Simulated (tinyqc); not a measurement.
Heavy doping: band filling, gap narrowing, band tails and the effective intrinsic density. Raising the compensation. Computed by tinyqc, a small Python program. Command: `OMP_NUM_THREADS=1 python tinyqc.py 3017989 3017990 out.jsonl gapnarrow sweep`. One thread of a shared host (Intel(R) Xeon(R) Processor @ 2.30GHz), about 0.04 s of CPU time with the checks.

An n-type crystal above its Mott density, with all dopants ionised: n = N_D - N_A, ionised centres N_I = N_D + N_A. Valleys are taken as spherical with mass m_e.

Inputs (values chosen for the exercise, modelled on InAs):
```
quantity                  value   unit
gap E_g                   0.356     eV
electron mass m_e        0.0265    m_0
valleys M_c                   1      -
dielectric constant eps    15.5      -
donor density N_D         1e+18  cm^-3
temperature T               300      K
```

Conduction band: parabolic.

Constants: a_0 = 0.529177210903 angstrom; Ry = 13.605693123 eV; k_B = 8.617333262e-05 eV/K; hbar^2/(2 m_0) = 3.80998212 eV angstrom^2; e = 1.602176634e-19 C; eps_0 = 8.8541878128e-12 F/m; e^2/(4 pi eps_0) = 14.39964548 eV angstrom.

Method:
- n = N_D (1 - ratio); Ry* = Ry m_e/eps^2, a* = a_0 eps/m_e; r_s = (3/(4 pi n))^(1/3)/a*; k_F = (3 pi^2 n/M_c)^(1/3); Mott density (0.26/a*)^3.
- n = M_c (1/(2 pi^2)) (m_e/(hbar^2/2m_0))^(3/2) int sqrt(E) f dE, f = 1/(1 + exp((E - E_F)/k_B T)); trapezoid rule in t = sqrt(E/k_B T), step 0.02 up to 12; E_F by bisection from the band edge.
- At T = 0, E_F = (hbar^2/2m_0) k_F^2/m_e; dn/dE_F uses f (1 - f)/k_B T in place of f.
- Screening: q^2 = (e/(eps eps_0)) dn/dE_F. Exchange lowers the conduction band by (1/pi) k_F e^2/(4 pi eps_0 eps) (T = 0 Hartree-Fock at k_F, taken as a rigid shift). Screening raises the valence band by (q/2) e^2/(4 pi eps_0 eps) (static Coulomb hole). The narrowing is the sum; electron correlation and carrier-ion shifts are left out. Root-mean-square potential of randomly placed ions: V_rms = (e^2/(4 pi eps_0 eps)) sqrt(2 pi N_I/q).

One run for each value; columns: (1) compensation ratio N_A/N_D; (2) E_F above the band edge (meV); (3) V_rms (meV); (4) screening length 1/q (angstrom); (5) gap narrowing (meV):
```
(1)      (2)     (3)     (4)     (5)
0.00  133.34  22.115   90.19  14.299
0.10  123.65  23.433   92.06  13.878
0.20  113.52  24.765   94.25  13.421
0.35   97.31  26.842   98.42  12.645
0.50   79.37  29.134  104.35  11.712
0.65   58.67  31.933  113.97  10.523
0.80   32.34  36.168  134.01   8.816
0.90    6.29  41.959  170.87   6.965
```

Describe and explain the trends.

Over the rows, E_F above the band edge (meV) falls from 133 to 6.29; V_rms (meV) rises from 22.1 to 42.0; screening length 1/q (angstrom) rises from 90.2 to 171. Compensation removes screening electrons and adds ions, so V_rms/E_F goes from 0.17 to 6.67.

Caution (all rows): the screening length is well below a*, where static Thomas-Fermi screening overstates the Coulomb hole. Caution (rows 0, 0.100, 0.200, 0.350, 0.500, 0.650): E_F exceeds a tenth of the gap, so the parabolic band overstates it, by tens of per cent once E_F nears E_g; higher valleys may fill as well. Caution (rows 0.800, 0.900): V_rms exceeds both E_F and k_B T, so band tails reshape the edge. Caution (rows 0.800, 0.900): E_F is less than 2 k_B T above the edge: the T = 0 exchange term overstates the shift, and an absorption edge at k_F has no meaning.
